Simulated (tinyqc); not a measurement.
Inside a calculation. Method: tight binding, kagome lattice. One step of it, computed by the program tinyqc.

Question. Bloch Hamiltonian at K. H_AB = -t1 - t2 exp(-i k.a1), H_AC = -t1 - t2 exp(-i k.a2), H_BC = -t1 - t2 exp(i k.(a1 - a2)), H_CC = delta.

Parameters chosen for this model:
```
parameter     value                unit
t1         0.910000    eV, up triangles
t2         0.540000  eV, down triangles
delta             0        eV on site C
```

k point K (fractions of the reciprocal vectors): [0.333333, 0.666667]

Give: H(k) at K.

Answer.

H(k) at K (eV), order A, B, C:
$$\begin{pmatrix}
0.0000 & -0.6400+0.4677i & -0.6400-0.4677i \\
-0.6400-0.4677i & 0.0000 & -0.6400+0.4677i \\
-0.6400+0.4677i & -0.6400-0.4677i & 0.0000
\end{pmatrix}$$
